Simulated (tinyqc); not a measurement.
Metal gate on a two-layer dielectric stack with fixed charge and a dipole: two steps of the calculation.

Gate, layer 2, layer 1, p-type semiconductor; x runs from the gate inwards. Charges are counted in units of +q. psi is the band bending at the surface, positive towards inversion. Classical charge, Boltzmann statistics, no interface traps.

Inputs (values chosen for the exercise); band and dielectric values close to those of silicon, layer 1 close to silicon dioxide, layer 2 close to zirconium oxide:
- T = 350 K (temperature)
- Eg = 1.1 eV (band gap)
- eps_r = 11.5 (relative permittivity)
- Nc = 3.58e19 cm^-3 (conduction-band density of states at T)
- Nv = 3.28e19 cm^-3 (valence-band density of states at T)
- Na = 7.3e16 cm^-3 (acceptor density)
- ps = 0.538 V (band bending psi of the working point)

Constants: q = 1.602176634e-19 C, kB = 1.380649e-23 J/K, Vt = kB T/q, eps0 = 8.8541878128e-14 F/cm where lengths are in cm. Results are converted to the units shown.

Task 1. Threshold voltage. ni = sqrt(Nc Nv) exp(-Eg/(2 Vt)), Eg in volts, pB = Vt ln(Na/ni), Vth = Vfb + 2 pB + sqrt(4 q eps0 eps_r Na pB)/Cox.

Vfb = -0.58731105 V
Cox = 1.3548313 uF/cm^2

Wanted: ni; pB; depletion charge; Vth.

Result 1.

ni = 4.123e11 cm^-3
pB = 0.3645 V
depletion charge = 0.1318 uC/cm^2
Vth = 0.2389 V

Task 2. Charge in the semiconductor. ni = sqrt(Nc Nv) exp(-Eg/(2 Vt)), Eg in volts. Qs = -sign(psi) sqrt(2 q eps0 eps_r Na Vt [exp(-u) + u - 1 + (ni/Na)^2 (exp(u) - u - 1)]), u = psi/Vt.

Find: Qs.

Result 2.

Qs = -0.10999 uC/cm^2

The surface is depleted or weakly inverted.

Computed by the program tinyqc: `OMP_NUM_THREADS=1 python tinyqc.py 2010016 2010017 out.jsonl`, one thread of a shared Intel Xeon 2.30GHz, about 0.01 s for the whole run.
